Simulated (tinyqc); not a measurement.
Trap depth and cross-section from two peaks.

Problem. A DLTS peak lies where ew = sn g T^2 exp(-Et/kB T), g = vth Nc/(300 K)^2. Find Et and sn.

Inputs (values chosen for the exercise):
- Nc = 2.75e19 cm^-3 (conduction-band density of states at 300 K)
- vth = 2.3e7 cm/s (thermal velocity at 300 K)

Constants: q = 1.602176634e-19 C, kB = 1.380649e-23 J/K. Results are converted to the units shown.

peak temperatures for ew = 5 and 2000 1/s (K): [187.15362, 240.36925]

Solution. The slope of ln(ew/T^2) against q/kB T is -Et, and the intercept is ln(sn g).

Et = 0.4000 eV
sn = 1.200e-15 cm^2

tinyqc, about 0.01 s, one thread, Intel Xeon 2.30GHz (shared host): `OMP_NUM_THREADS=1 python tinyqc.py 2050062 2050063 out.jsonl`
